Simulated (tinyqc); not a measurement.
Rapid thermal processing of a wafer: radiative balance, ramp and cooling, pattern effects, pyrometer error and spike budget: one step, computed by the program tinyqc. Command: `OMP_NUM_THREADS=1 python tinyqc.py 3112027 3112028 out.jsonl rtp walk`. One thread of a shared host (Intel(R) Xeon(R) Processor @ 2.30GHz), about 0.04 s of CPU time with the checks.

The wafer is opaque and uniform through its thickness unless said otherwise; temperatures in formulas are in kelvin (C + 273.15). sigma = 5.670374419e-12 W/(cm^2 K^4).

Question. Power to hold and to ramp. Effective emissivity between parallel grey plates: eps_eff = 1/(1/eps + 1/(1 - r) - 1). Loss per area q(T) = 2 eps_eff sigma (T^4 - T_w^4) + h (T - T_w). Absorbed power during a ramp = q(T) + C d x ramp rate; thermal time constant tau = C d/(dq/dT), dq/dT = 8 eps_eff sigma T^3 + h; natural cooling rate q/(C d); front-to-back difference under one-sided heating at the end of the ramp = (absorbed power) d/(2 k).

Inputs (values chosen for the exercise, modelled on a hot silicon wafer): wafer thickness d = 525 micrometre; heat capacity per volume C = 2.2 J/(cm^3 K); thermal conductivity k = 0.21 W/(cm K); emissivity eps of each face = 0.64; reflectivity of the chamber walls r = 0.44; gas heat-transfer coefficient h, both faces together = 0.56 mW/(cm^2 K); wall temperature T_w = 300 K; process temperature = 876 C; ramp rate = 23 K/s.

Give: eps_eff; holding power q; power at the end of the ramp; dq/dT; time constant tau; natural cooling rate; front-to-back difference.

Answer.

eps_eff = 0.42586

holding power q = 8.8583 W/cm^2

power at the end of the ramp = 11.515 W/cm^2

dq/dT = 29.875 mW/(cm^2 K)

time constant tau = 3.8661 s

natural cooling rate = 76.695 K/s

front-to-back difference = 1.4394 K

Radiation carries 95 % of the loss. The ramp needs 1.3 times the holding power.
